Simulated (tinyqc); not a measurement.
Thickness: WKB tunnelling through a gate dielectric with a two-band (Franz) dispersion.

At depth x the conduction edge lies u(x) = phi - V x/t above the electron. Parabolic: kappa = sqrt(m u/c). Franz: kappa = sqrt(m u (1 - u/Eg)/c), which vanishes at both band edges. c = hbar^2/2m0. T = exp(-2 integral of kappa dx) over the region u > 0; no image force, no prefactor, zero transverse momentum. The region ends at x_e = min(t, phi t/V); x_e < t is the Fowler-Nordheim regime.

Constants: hbar^2/2m0 = 3.80998211 eV angstrom^2.

Values chosen for the exercise (of the size used for HfO2 on silicon; shifted at random, so the results belong to these values and not to a real crystal): Eg = 5.55 eV (gap of the dielectric); phi = 1.42 eV (barrier above the electron energy at the emitter); m = 0.2 m0 (mass at the conduction edge); V = 0.3 V (voltage across the layer).

The same voltage across layers of other thickness. The last column is the thickness that changes T by a factor of ten, ln(10)/(2 I/t).

Transmission:

| t (angstrom) | field (MV/cm) | T parabolic | T Franz | angstrom per decade, Franz |
|---|---|---|---|---|
| 8 | 3.75 | 0.0161 | 0.0267 | 5.083 |
| 10 | 3.00 | 0.00574 | 0.0108 | 5.083 |
| 12 | 2.50 | 0.00204 | 0.00435 | 5.083 |
| 15 | 2.00 | 0.000434 | 0.00112 | 5.083 |
| 20 | 1.50 | 3.29e-05 | 0.000116 | 5.083 |
| 25 | 1.20 | 2.49e-06 | 1.21e-05 | 5.083 |
| 30 | 1.00 | 1.89e-07 | 1.25e-06 | 5.083 |
| 40 | 0.75 | 1.08e-09 | 1.35e-08 | 5.083 |

At fixed voltage the exponent is proportional to t: T falls tenfold for each 5.08 angstrom. The ratio of Franz to parabolic grows with t, from 1.66 at 8 to 12.5 at 40 angstrom.

Computed by tinyqc, a small Python program: `OMP_NUM_THREADS=1 python tinyqc.py 1480597 1480598 out.jsonl` (the numbers bound the seed that draws the inputs); one thread of a shared host (Intel(R) Xeon(R) Processor @ 2.30GHz), about 0.01 s for the whole set of steps.
